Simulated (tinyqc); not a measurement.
Inside a calculation. Model: floating body of a partially depleted SOI transistor: body voltage and kink.

Program tinyqc, `OMP_NUM_THREADS=1 python tinyqc.py 2182140 2182141 out.jsonl`; Intel Xeon 2.30GHz, shared host, one thread, about 0.2 s. Printed values are rounded.

Source at 0 V. Channel current Ic = 2 nf K Vt^2 [F(0) - F(Vd)](1 + la Vd), F(V) = ln^2(1 + exp((Vg - VT - nf V)/(2 nf Vt))), VT = VT0 - gb Vb. Saturation voltage Vs = 2 Vt sqrt(F(0)) + 3 Vt, excess Ve = (Vd - Vs + sqrt((Vd - Vs)^2 + 0.0004 V^2))/2, multiplication M1 = Ai Ve exp(-Bl/Ve). Each junction passes D(v) = J1 (exp(v/Vt) - 1) + J2 (exp(v/(2 Vt)) - 1). Bipolar current Ib = bb J1 (exp(Vb/Vt) - 1). The body settles where M1 (Ic + Ib) = D(Vb) + D(Vb - Vd) + Vb/Rb; drain current Id = (1 + M1)(Ic + Ib) - D(Vb - Vd).

Values chosen for this exercise; values of the order met in partially depleted silicon-on-insulator transistors:
```
symbol    value         unit                                                                                            meaning
T           358            K                                                                                        temperature
VT0        0.45            V                                                                     threshold at zero body voltage
gb         0.23                                                                  fall of the threshold per volt of body voltage
nf         1.34                                                                                                    slope factor
K           430  uA/(V^2 um)                                                                              gain factor per width
la         0.09          1/V                                                                   channel-length modulation factor
Ai         2.22          1/V                                                                        impact-ionisation prefactor
Bl          7.1            V                                                                          impact-ionisation voltage
J1      6.7e-10        uA/um                                                      diffusion saturation current of each junction
J2       3.4e-8        uA/um                                                  recombination saturation current of each junction
bb          0.5                                                 gain of the lateral bipolar transistor on the diffusion current
Rb          1e5      kohm um  resistance of a weak body tie to the source (1e9 stands for no tie, and the term is then dropped)
Vg         0.87            V                                                                                       gate voltage
Vd          1.5            V                                                                                      drain voltage
```

Constants: q = 1.602176634e-19 C, kB = 1.380649e-23 J/K, Vt = kB T/q. Results are converted to the units shown.

Range of the model: The multiplication law is an empirical form chosen for the exercise; self-heating and capacitive coupling to the body are left out, and the linear laws are rough once Vb passes about 0.7 V or M1 about 0.1.

## Starting value

Vb = 0.64 V.

Vb at the start = 0.64 V

## Iteration 1: new Vb

Current into the body I_in = M1 (Ic + Ib) - D(Vb - Vd), current out I_out = D(Vb) + Vb/Rb; f = ln(I_in/I_out), s = df/dVb by central differences over 1e-5 V, Vb(new) = Vb - f/s.

Ic = 58.6050 uA/um
Ve = 0.984203 V
M1 = 0.00160863
I_in = 0.0948247 uA/um
I_out = 0.692556 uA/um
f = -1.98836
s = -32.5415 1/V
Vb after iteration 1 = 0.578898 V

## Iteration 2: new Vb

As before.

Ic = 55.7405 uA/um
Ve = 0.994678 V
M1 = 0.00175407
I_in = 0.0978555 uA/um
I_out = 0.100721 uA/um
f = -0.0288605
s = -31.1313 1/V
Vb after iteration 2 = 0.577971 V

## Iteration 3: new Vb

As before.

Ic = 55.6976 uA/um
Ve = 0.994837 V
M1 = 0.00175635
I_in = 0.0979050 uA/um
I_out = 0.0979072 uA/um
f = -2.23680e-5
s = -31.0829 1/V
Vb after iteration 3 = 0.577970 V

## Course of the iteration

Stop when the step is below 1e-10 V, or after 40 iterations.

Course of the iteration:

| iteration | Vb before the step (V) | step (V) |
|---|---|---|
| 1 | 0.64 | -0.0611 |
| 2 | 0.578898 | -9.27e-4 |
| 3 | 0.577971 | -7.20e-7 |
| 4 | 0.577970 | -4.40e-13 |

Converged in 4 iterations.

## Drain current with floating and with grounded body

converged Vb = 0.577970 V

Id and VT at the converged Vb, Id at Vb = 0, their ratio, and the bipolar share Ib/(Ic + Ib).

VT = 0.317067 V
Id, floating = 55.8414 uA/um
Id, grounded = 32.3209 uA/um
ratio = 1.72772
bipolar share = 0.0822765 %

The body rises to 0.578 V and lowers the threshold by 133 mV.
